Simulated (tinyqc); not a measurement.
Bethe-Salpeter matrix of a two-band square lattice (Tamm-Dancoff form): sweeps and comparisons. A value that a table varies takes the place of the one given here.

One valence and one conduction band, lattice period 1, mesh k = 2 pi j/N along each axis (first index slowest). Pair energies D(k) = Eg + 2 t sum(1 - cos k), t = tc + tv. Screened attraction W(R) = U at R = 0 and V/|R| otherwise, R over the N x N cells with the nearest image; W(q) = sum_R W(R) cos(q R). H(k, k') = D(k) delta - W(k - k')/Nk + 2 J/Nk for singlets (J = 0 for triplets), Nk the number of k points. With a constant transition dipole the strength of a state is f = (sum_k A_k)^2/Nk, and the f sum to 1.

Inputs chosen for the exercise:
```
symbol  value                            unit  meaning
Eg      4.4                              eV    quasiparticle gap
tc      0.12                             eV    conduction hopping
tv      0.18                             eV    valence hopping
U       1.42                             eV    attraction in the same cell
V       0.4                              eV    attraction at one cell distance
J       0.12                             eV    exchange in the same cell
fs      (0.2, 0.4, 0.7, 1, 1.4, 2, 2.6)        scale factors of U and V
```

## Convergence with the k mesh

Lowest triplet and singlet, and f of the singlet, against N.

Results:
```
N   Eg - E triplet (eV)  Eg - E singlet (eV)  f singlet
3                0.6683               0.5487     0.4292
4                0.6033               0.4742     0.4546
6                0.5771               0.4339     0.5153
9                0.5746               0.4277     0.5377
14               0.5745               0.4275     0.5393
22               0.5745               0.4275     0.5393
36               0.5745               0.4275     0.5393
```

What does this show, and why?

The coarsest mesh misjudges the singlet binding by +0.1213 eV against the finest: a mesh of N points along an axis repeats the pair every N cells. The triplet is within 1 meV of the last row from N = 9 on. The singlet is within 1 meV of the last row from N = 9 on. The more tightly bound triplet is the smaller object in R, so it needs no more points than the singlet.

## Strength of the attraction

Triplets, N = 24; U and V scaled together, as weaker screening would do. f is the weight at R = 0.

Results:
```
scale    U/t  binding (eV)      f  Eg - second level (eV)
0.20    0.95        0.0218  0.041                 -0.0001
0.40    1.89        0.0880  0.178                  0.0133
0.70    3.31        0.2839  0.464                  0.0346
1.0     4.73        0.5745  0.679                  0.0708
1.4     6.63        1.0425  0.825                  0.1447
2.0     9.47        1.8177  0.913                  0.2901
2.6    12.31        2.6284  0.949                  0.4599
```

What can be read from the table?

The binding grows with exponent 2.02 between scales 0.2 and 0.4 and 1.41 over the last two rows (about 2 for a wide, hydrogen-like pair, 1 for a pair held in one cell). f rises from 0.041 to 0.949. On this mesh a second level lies below the gap from scale 0.4 on; in an infinite lattice the tail V/|R| binds a whole series at any scale. 

## What each parameter does

N = 24: lowest singlet, its binding and f, and the singlet-triplet splitting. Each row changes one parameter from the base and keeps the others.

Results:
```
case          singlet (eV)  binding (eV)      f  splitting (eV)
base                3.9725        0.4275  0.539          0.1471
Eg = 4.6 eV         4.1725        0.4275  0.539          0.1471
tc = 0.16 eV        4.0170        0.3830  0.465          0.1292
tv = 0.11 eV        3.8704        0.5296  0.688          0.1798
U = 1.7 eV          3.7979        0.6021  0.698          0.1790
V = 0.5 eV          3.9311        0.4689  0.492          0.1362
J = 0.18 eV         4.0323        0.3677  0.456          0.2068
```

What does this show?

The largest shifts from the base row, up to three for each result and ties (the steps differ in size, so this ranks the rows, not the parameters). singlet (eV): Eg +0.2000, U -0.1746, tv -0.1021. binding (eV): U +0.1746, tv +0.1021, J -0.0598; unchanged at the printed digits by Eg. f: U +0.159, tv +0.149, J -0.083; unchanged at the printed digits by Eg. splitting (eV): J +0.0598, tv +0.0327, U +0.0319; unchanged at the printed digits by Eg. At zero total momentum only the sum tc + tv enters.

Run: tinyqc, `OMP_NUM_THREADS=1 python tinyqc.py 1251974 1251975 out.jsonl`; Intel(R) Xeon(R) Processor @ 2.30GHz, one thread, shared host; about 0.8 s of CPU time with all checks.
